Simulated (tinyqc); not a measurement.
Carrier lifetime from Shockley-Read-Hall, radiative, Auger and surface recombination. From quasi-Fermi splitting under G back to trap density N_t. Computed by tinyqc, a small Python program. Command: `OMP_NUM_THREADS=1 python tinyqc.py 3009054 3009055 out.jsonl lifetime inv`. One thread of a shared host (Intel(R) Xeon(R) Processor @ 2.30GHz), about 0.04 s of CPU time with the checks.

Energies are counted from the top of the valence band. Boltzmann statistics, full ionisation, and equal excess densities of electrons and holes.

Inputs (values chosen for the exercise, for a model semiconductor):

| quantity | value | unit |
|---|---|---|
| gap E_g | 2.85 | eV |
| electron mass m_e | 0.339 | m_0 |
| valleys M_c | 3 | - |
| hole mass m_h | 1.81 | m_0 |
| temperature T | 400 | K |
| doping N | 8.3e+14 | cm^-3 |
| trap level E_t | 0.654 | eV |
| electron cross-section sigma_n | 6.5e-16 | cm^2 |
| hole cross-section sigma_p | 9.1e-15 | cm^2 |
| radiative coefficient B | 3.4e-15 | cm^3/s |
| Auger coefficient C_n | 7.6e-32 | cm^6/s |
| Auger coefficient C_p | 1.4e-31 | cm^6/s |
| generation rate G | 1.5e+22 | cm^-3 s^-1 |
| diffusion coefficient D | 7.6 | cm^2/s |
| surface velocity S | 1100 | cm/s |
| thickness W | 390 | micrometre |

Doping: n-type. Surface term: two equal surfaces.

Constants: m_0 = 9.1093837015e-31 kg; k_B = 1.380649e-23 J/K; h = 6.62607015e-34 J s; k_B = 8.617333262e-05 eV/K.

Method:
- N_c = 2 M_c (2 pi m_e k_B T/h^2)^(3/2) and N_v = 2 (2 pi m_h k_B T/h^2)^(3/2), masses in units of m_0.
- n_i = sqrt(N_c N_v) exp(-E_g/2 k_B T); majority density N/2 + sqrt(N^2/4 + n_i^2), minority density n_i^2 over it.
- v = sqrt(3 k_B T/m) with m_e or m_h; tau_n0 = 1/(sigma_n v_n N_t), tau_p0 = 1/(sigma_p v_p N_t); n1 = N_c exp(-(E_g - E_t)/k_B T), p1 = N_v exp(-E_t/k_B T).
- The slowest diffusion mode has x tan x = S W/(2 D) with 0 < x < pi/2 (bisection), and tau_s = W^2/(4 x^2 D). The common approximation is W/(2 S) + W^2/(pi^2 D).
- With n = n_0 + dn, p = p_0 + dn and U/dn = 1/tau: (n p - n_i^2)/dn = n_0 + p_0 + dn = s; 1/tau_SRH = s/[tau_p0 (n + n1) + tau_n0 (p + p1)]; 1/tau_rad = B s; 1/tau_Aug = (C_n n + C_p p) s; the rates add, with 1/tau_s.
- dn solves dn/tau_eff(dn) = G (60 bisections in ln dn between 1e-2 and 1e22 cm^-3); the splitting of the quasi-Fermi levels is k_B T ln(n p/n_i^2).

Problem. A run gave the result below. Find the trap density N_t, known to lie between 9e+13 and 2.1e+14 cm^-3.

quasi-Fermi splitting under G = 2.244518 eV

Solution.

Each step takes the trial c = (a f_b - b f_a)/(f_b - f_a), f being the result less the target and a, b, c the logarithms of the listed values; c replaces end b, the old b replaces a if the sign of f changed, and otherwise f_a is halved.

Scan of the range:

| trap density N_t (cm^-3) | quasi-Fermi splitting under G (eV) |
|---|---|
| 9.00e+13 | 2.28236 |
| 1.04e+14 | 2.27236 |
| 1.19e+14 | 2.26297 |
| 1.37e+14 | 2.25310 |
| 1.58e+14 | 2.24302 |
| 1.82e+14 | 2.23296 |
| 2.10e+14 | 2.22268 |

False position (Illinois rule, in the logarithm of the input) inside the bracket:

| step | end a | end b | trial | quasi-Fermi splitting under G (eV) |
|---|---|---|---|---|
| 1 | 1.37000e+14 | 1.58000e+14 | 1.54690e+14 | 2.24452 |
| 2 | 1.58000e+14 | 1.54690e+14 | 1.54701e+14 | 2.24452 |
| 3 | 1.58000e+14 | 1.54701e+14 | 1.54701e+14 | 2.24452 |
| 4 | 1.54701e+14 | 1.54701e+14 | 1.54701e+14 | 2.24452 |

quasi-Fermi splitting under G falls at every point of a 13-point scan of the range (every second point is shown), so one value fits; it is bracketed by 1.37e14 and 1.58e14. Answer: trap density N_t = 1.547e14 cm^-3.

Caution: the trap density is not small against the doping, so trapped charge breaks the equality of the excess densities.
